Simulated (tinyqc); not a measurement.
Comparisons within one model: phonon-assisted absorption at an indirect gap. A value that a table varies takes the place of the one given here.

alpha(E) = sum_j A_j [N_j (E - Eg + w_j)^2 + (N_j + 1)(E - Eg - w_j)^2], each bracket counted only where its base is positive; N_j = 1/(exp(w_j/kB T) - 1). The first term absorbs a phonon and the second emits one; excitons and direct transitions are left out.

Photodiode (Gaertner form with a dead layer): QE = (1 - R) exp(-alpha xj) [1 - exp(-alpha W)/(1 + alpha L)], R = ((nr - 1)/(nr + 1))^2; responsivity = QE/E in A/W for E in eV.

Constants: kB = 8.617333262e-05 eV/K.

Values chosen for the exercise (loosely those of Si at room temperature; Eg is not tied to T; shifted at random, so the results belong to these values and not to a real crystal):
- Eg = 1.107 eV (indirect gap, held fixed unless listed)
- w = (57.6, 17.9) meV (two zone-edge phonons)
- A = (3200, 240) 1/(cm eV^2) (their strengths)
- T = 300 K
- nr = 3.58 (refractive index)
- xj = 0.37 micrometre (dead layer at the surface)
- W = 3.3 micrometre (depleted width)
- L = 2.1 micrometre (minority diffusion length below it)
- E = 1.525 eV (photon energy)

## The square root of alpha at three temperatures

The gap is held fixed, so only the phonon occupations change.

sqrt(alpha) (1/cm^(1/2)):
```
E - Eg (eV)    77 K   150 K   600 K
-0.04         0.013   0.108   0.696
-0.02         0.028   0.230   1.487
0.00          0.086   0.388   2.318
0.02          0.171   0.586   3.202
0.04          0.435   0.885   4.152
0.07          1.155   1.612   5.736
0.10          2.783   3.166   7.810
0.15          5.686   6.092  11.778
0.20          8.619   9.087  15.972
0.30         14.504  15.120  24.571
0.45         23.341  24.198  37.636
0.60         32.181  33.284  50.764
```

What does this show, and why?

Below the gap only phonon absorption acts: at E - Eg = -0.02 eV sqrt(alpha) is 0.028, 0.230 and 1.487 at 77, 150 and 600 K. A straight line through the last two rows meets the axis at E - Eg = +0.0540, +0.0505 and +0.0200 eV: the intercept is roughly a weighted mean of the thresholds, not the gap, and it moves from the emission side towards Eg as the occupations grow. At the last row alpha grows by a factor 2.49 from the lowest to the highest temperature at fixed gap.

## Spectral response

Response:
```
E (eV)  wavelength (nm)  alpha (1/cm)  1/alpha (micrometre)  dead layer  collected     QE    A/W
1.13               1097          2.92              3.42e+03       1.000      0.002  0.001  0.001
1.17               1060          8.27              1.21e+03       1.000      0.004  0.003  0.003
1.23               1008          38.0                   263       0.999      0.020  0.014  0.011
1.31                946           130                  76.8       0.995      0.068  0.046  0.035
1.41                879           330                  30.3       0.988      0.161  0.109  0.077
1.56                795           806                  12.4       0.971      0.344  0.228  0.146
1.76                704      1.77e+03                  5.65       0.937      0.593  0.379  0.216
2.01                617      3.50e+03                  2.86       0.879      0.818  0.491  0.244
2.31                537      6.35e+03                  1.57       0.791      0.947  0.511  0.221
2.71                458      1.15e+04                 0.872       0.654      0.993  0.444  0.164
```

What can be read from the table?

QE is highest, 0.511, at 2.31 eV of those listed and the responsivity at 2.01 eV; reflection alone caps QE at 0.683. Near the gap weak absorption limits it (collected share 0.002); at the top the dead layer passes 0.654. Far above the gap the quadratic law and a constant index are only rough.

## What moves the response

At the energy E. Each row changes one parameter from the base and keeps the others.

Results:
```
case                  alpha (1/cm)      QE
base                         675.8  0.1993
Eg = 1.087 eV                748.6  0.2158
T = 350 K                    755.9  0.2174
W = 6.6 micrometre           675.8  0.2926
L = 1.05 micrometre          675.8  0.1684
xj = 0.74 micrometre         675.8  0.1944
nr = 3.76                    675.8  0.1938
```

What can be read from the table?

The largest shifts from the base row, up to three for each result and ties (the steps differ in size, so this ranks the rows, not the parameters). alpha (1/cm): T +80.1, Eg +72.8; unchanged at the printed digits by W, L, xj and nr. QE: W +0.0933, L -0.0309, T +0.0181.

Computed by tinyqc, a small Python program: `OMP_NUM_THREADS=1 python tinyqc.py 1651452 1651453 out.jsonl` (the numbers bound the seed that draws the inputs); one thread of a shared host (Intel(R) Xeon(R) Processor @ 2.30GHz), about 0.01 s for the whole set of steps.
